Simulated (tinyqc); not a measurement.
Worked calculation: one-electron ion in a basis of Gaussians. Computed by tinyqc, a small Python program that keeps every step. Settings: Z = 1, l = 0. Command: `OMP_NUM_THREADS=1 python tinyqc.py 27465 27466 out.jsonl` (the two numbers bound the seeds that draw the settings). One thread of a shared host (Intel(R) Xeon(R) Processor @ 2.60GHz), about 0.01 s of CPU time with the checks.

## Matrices over normalised Gaussians

exponents of r^l exp(-a r^2) (1/bohr^2): 0.083460  0.202200  0.489600  1.186000  2.873000

Z = 1

l = 0

With p = a_i + a_j and I(k) = Gamma((k+1)/2) / (2 p^((k+1)/2)): S = I(2l+2), T = (2l+3) a_i a_j S / p, V = -Z I(2l+1), each divided by sqrt(S_ii S_jj).

S:
```
          1         2         3         4         5
1  1.000000  0.867392  0.592563  0.348971  0.190655
2  0.867392  1.000000  0.867543  0.592606  0.348998
3  0.592563  0.867543  1.000000  0.867429  0.592468
4  0.348971  0.592606  0.867429  1.000000  0.867424
5  0.190655  0.348998  0.592468  0.867424  1.000000
```

T (hartree):
```
          1         2         3         4         5
1  0.125190  0.153726  0.126758  0.081631  0.046389
2  0.153726  0.303300  0.372438  0.307115  0.197782
3  0.126758  0.372438  0.734400  0.901802  0.743512
4  0.081631  0.307115  0.901802  1.779000  2.184511
5  0.046389  0.197782  0.743512  2.184511  4.309500
```

V (hartree):
```
           1          2          3          4          5
1  -0.461009  -0.523113  -0.506162  -0.443663  -0.369904
2  -0.523113  -0.717564  -0.814210  -0.787857  -0.690580
3  -0.506162  -0.814210  -1.116582  -1.266993  -1.225907
4  -0.443663  -0.787857  -1.266993  -1.737850  -1.971952
5  -0.369904  -0.690580  -1.225907  -1.971952  -2.704817
```

## Generalised eigenproblem

H = T + V (hartree):
```
           1          2          3          4          5
1  -0.335819  -0.369387  -0.379404  -0.362032  -0.323515
2  -0.369387  -0.414264  -0.441772  -0.480742  -0.492798
3  -0.379404  -0.441772  -0.382182  -0.365191  -0.482395
4  -0.362032  -0.480742  -0.365191   0.041150   0.212559
5  -0.323515  -0.492798  -0.482395   0.212559   1.604683
```

Solve H C = S C e through S^(-1/2); each column has its largest component positive (the first on a tie).

eigenvalues of S: 0.007542  0.052352  0.275467  1.164387  3.500252

eigenvalues (hartree): -0.496448  -0.053650  0.597647  2.547549  7.839467

coefficients:
```
          1          2          3          4          5
1  0.255297   2.002869  -1.920162   1.103896  -0.614709
2  0.370290  -1.766998   4.423184  -3.574436   2.153383
3  0.356675   0.247341  -3.253444   5.353808  -4.225408
4  0.056555  -0.210593   0.641954  -3.459103   5.271420
5  0.098768  -0.026653  -0.260945   0.309144  -3.030941
```

For Z = 1 and l = 0 the exact lowest level is -Z^2/(2 n^2) with n = l + 1: -0.500000 hartree.
